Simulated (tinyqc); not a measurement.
Pair of shallow donors (hydrogen-like orbitals), step by step. Values are carried at full precision from step to step, so a last printed digit may differ when a step is redone from the rounded ones.

Each donor has the orbital exp(-r/a); energy unit Ha* = q/(eps a), q = e^2/(4 pi eps0), so that a lone donor is bound by Ha*/2; x = R/a. One electron: S = (1 + x + x^2/3) exp(-x), j = 1/x - (1 + 1/x) exp(-2x), k = (1 + x) exp(-x); levels E(+/-) = -1/2 - (j +/- k)/(1 +/- S) in Ha*, without the repulsion of the ions, split by D = |E(-) - E(+)|.

Constants: e^2/(4 pi eps0) = 14.39964547 eV angstrom; hbar = 6.58211957e-16 eV s.

Values chosen for the exercise (near those of two donors in GaAs; the results hold for these values, not for the real material): a = 105.5 angstrom (orbital radius); eps = 12.5 (dielectric constant); R = 234 angstrom (separation); dV = 0.35 D (detuning between the donors, in units of D).

## Distance and integrals

Give Ha*, R, x, S, j, k.

Ha* = 10.919 meV
R = 234.00 angstrom
x = 2.2180

S, j, k: 0.52866  0.43367  0.35020

## One electron on two donors

Give both levels, the splitting D = |E(-) - E(+)| and the tunnelling frequency D/(2 pi hbar).

E(+), E(-) (meV): -11.059  -7.393

D = 3.665 meV
frequency = 886.3 GHz

The second ion deepens the mean level by 3.77 meV, against Ha*/x = 4.92 meV for a point charge.

## Detuning by a gate

Two-level picture for one electron: with detuning u = dV D the splitting is sqrt(D^2 + u^2) and the lower state has weight (1 + u/sqrt(D^2 + u^2))/2 on the lower donor; the field needed is u/(e R), 1 meV/angstrom = 100 kV/cm.

splitting = 3.884 meV
weight = 0.665
field = 0.548 kV/cm

## Two electrons and exchange

Two electrons, Heitler-London: with S' = (1 - x + x^2/3) exp(x), C = 1/x - exp(-2x)(1/x + 11/8 + 3x/4 + x^2/6), X = (1/5){exp(-2x)(25/8 - 23x/4 - 3x^2 - x^3/3) + (6/x)[S^2 (0.5772157 + ln x) + S'^2 Ei(-4x) - 2 S S' Ei(-2x)]}, Q = C - 2j + 1/x and A = X - 2 S k + S^2/x, the singlet and triplet lie at (Q +/- w A)/(1 +/- w S^2) from two lone donors, with the valley weight w = 1 (one valley); the exchange is J = triplet - singlet.

Give C, X, Q, A and J.

C, X, Q, A (Ha*): 0.3998  0.1462  -0.01667  -0.09807

J = 2.21e+03 micro-eV

A swap of the two spins takes pi hbar/J = 0.000934 ns (hbar = 6.58212e-16 eV s). Against the one-electron splitting D = 3.67 meV, J/D = 0.6: exchange needs both electrons to tunnel and falls as exp(-2x), D as exp(-x).

## Checks

- Heitler-London binding at x = 1.6425 against the known 0.1160 hartree: both 0.1160.
- Overlap S by quadrature in spheroidal coordinates against the formula: both 0.52866.

tinyqc: `OMP_NUM_THREADS=1 python tinyqc.py 1250206 1250207 out.jsonl`; about 0.01 s, one thread, shared Intel(R) Xeon(R) Processor @ 2.30GHz.
